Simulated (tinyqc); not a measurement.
# Carrier lifetime of a p-type layer with SRH, radiative, Auger and surface recombination: what changes with what

Uniform excess density dn = dp (no trapping), n = n0 + dn, p = p0 + dn, Boltzmann statistics, full ionisation. Surfaces enter as a rate 2 S dn/d, which holds while diffusion to them is fast.

Parameters, values chosen for the exercise; band and dielectric values close to those of silicon: temperature T = 300 K; band gap Eg = 1.13 eV; conduction-band density of states at T Nc = 2.75e19 cm^-3; valence-band density of states at T Nv = 2.68e19 cm^-3; radiative coefficient B = 4.66e-15 cm^3/s; acceptor density N = 1e17 cm^-3; Auger coefficient (two electrons) Cn = 1.7e-31 cm^6/s; Auger coefficient (two holes) Cp = 2.6e-31 cm^6/s; trap density Nt = 1.6e12 cm^-3; capture cross-section for electrons sn = 6e-15 cm^2; capture cross-section for holes sp = 2e-16 cm^2; thermal velocity (both carriers) vth = 1.6e7 cm/s; trap level below the conduction band Et = 0.5 eV; surface recombination velocity (both faces) S = 1000 cm/s; sample thickness d = 400 um.

Constants: q = 1.602176634e-19 C, kB = 1.380649e-23 J/K, Vt = kB T/q. Results are converted to the units shown.

Each table varies one quantity; the others keep the values above.

## Lifetime against injection

ni = sqrt(Nc Nv) exp(-Eg/(2 Vt)), Eg in volts; majority density N/2 + sqrt(N^2/4 + ni^2), n0 p0 = ni^2; n1 = Nc exp(-Et/Vt), p1 = Nv exp((Et - Eg)/Vt); tn0 = 1/(sn vth Nt), tp0 = 1/(sp vth Nt). With e = n p - ni^2 = dn (n0 + p0 + dn): U_SRH = e/(tp0 (n + n1) + tn0 (p + p1)), U_rad = B e, U_Aug = (Cn n + Cp p) e, U_s = 2 S dn/d. Each tau is dn over its rate; tau = dn/U with U the sum.

The same in every row: tau_s (s) = 2.000e-5.

Lifetime against injection:
```
dn (cm^-3)  tau_SRH (s)  tau_rad (s)  tau_Aug (s)   tau (s)  radiative share (%)  largest path
1e11           6.511e-6     0.002146     3.846e-4  4.839e-6               0.2255           SRH
1e12           6.513e-6     0.002146     3.846e-4  4.840e-6               0.2255           SRH
1e13           6.530e-6     0.002146     3.845e-4  4.850e-6               0.2260           SRH
1e14           6.706e-6     0.002144     3.836e-4  4.946e-6               0.2307           SRH
1e15           8.444e-6     0.002125     3.746e-4  5.829e-6               0.2743           SRH
1e16           2.427e-5     0.001951     3.000e-4  1.052e-5               0.5393       surface
1e17           1.042e-4     0.001073     7.246e-5  1.345e-5                1.254       surface
1e18           1.841e-4     1.951e-4     1.994e-6  1.779e-6               0.9118         Auger
1e19           1.999e-4     2.125e-5     2.289e-8  2.283e-8               0.1075         Auger
```

What does the comparison show?

SRH recombination leads at dn = 1e11, surface from 1e16, Auger from 1e18 on. The total lifetime goes from 4.84e-6 through a maximum of 1.35e-5 (at dn = 1e17 among the rows listed) to 2.28e-8 s. tau_SRH goes from 6.51e-6 s (low-injection limit 6.51e-6 s) to 2.00e-4 s (high-injection limit tn0 + tp0 = 2.02e-4 s). Between the last two rows tau_rad goes as dn^(-0.96) and tau_Aug as dn^(-1.94); the radiative share goes from 0.225 through a maximum of 1.25 (at dn = 1e17 among the rows listed) to 0.107 %. For dn = 1e19 the carriers are degenerate, where B and the Auger coefficients no longer stay constant.

## Effect of the capture cross-section for electrons at dn = 6e16 cm^-3

Same model as above.

Here dn = 6e16 cm^-3.

The same in every row: tau_rad (s) = 0.001341; tau_Aug (s) = 1.207e-4; tau_s (s) = 2.000e-5.

Effect of the capture cross-section for electrons at dn = 6e16 cm^-3:
```
sn (cm^2)  tau_SRH (s)   tau (s)  radiative share (%)  largest path
2e-19           0.1954  1.694e-5                1.263       surface
2e-18          0.01960  1.692e-5                1.262       surface
2e-17         0.002026  1.680e-5                1.253       surface
2e-16         2.686e-4  1.593e-5                1.188       surface
2e-15         9.277e-5  1.432e-5                1.068       surface
2e-14         7.520e-5  1.383e-5                1.031       surface
2e-13         7.344e-5  1.376e-5                1.026       surface
```

Surface recombination leads at sn = 2e-19 and in all other rows. tau_SRH falls from 0.195 to 7.34e-5 s and the total lifetime falls from 1.69e-5 to 1.38e-5 s.

Range of the model: S d exceeds 2.5 cm^2/s, comparable with a diffusion coefficient, so 2 S/d overstates the surface loss.

Numbers from tinyqc (`OMP_NUM_THREADS=1 python tinyqc.py 2300128 2300129 out.jsonl`; about 0.01 s on one thread of a shared Intel Xeon 2.30GHz).
